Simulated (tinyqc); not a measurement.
Polytypes and stacking faults of a tetrahedral semiconductor in an axial Ising model with couplings up to third neighbours: one step, computed by the program tinyqc.

Each double layer has s = +1 or -1 for the sense of its stacking step; E per pair of atoms = E0 - sum_n J_n <s_i s_(i+n)>, n = 1, 2, 3. Hexagonality h = (1 - <s_i s_(i+1)>)/2.

Task: Stacking-fault energies. Faults in 3C: the sequences intrinsic (-), extrinsic (--), twin boundary (+ turns to -) are put between perfect repeats; k_n = (layers x C_n of the host) - sum_i s_i s_(i+n). gamma = sum k_n J_n/A, A = (sqrt 3/2) a^2; 1 meV/angstrom^2 = 16.02177 mJ/m^2.

Inputs (values chosen for the exercise, of the order of those of GaAs for J, a, G and the gaps):

| quantity | value | unit |
|---|---|---|
| J1 | 9.88 | meV/pair |
| J2 | -0.747 | meV/pair |
| J3 | -0.12 | meV/pair |
| basal lattice constant a | 4 | angstrom |

Host polytype: 3C.

fault coefficients k_n:
```
               J1  J2  J3
intrinsic       4   4   4
extrinsic       4   8   8
twin boundary   2   4   6
```

Constants: 1 eV/angstrom^2 = 16.02176634 J/m^2.

Give: gamma; energy of the glide fault, intrinsic.

Result:

gamma (mJ/m^2): intrinsic 41.69, extrinsic 37.68, twin boundary 18.56

energy of the glide fault, intrinsic = 41.69 mJ/m^2

The cheapest is the twin boundary fault.
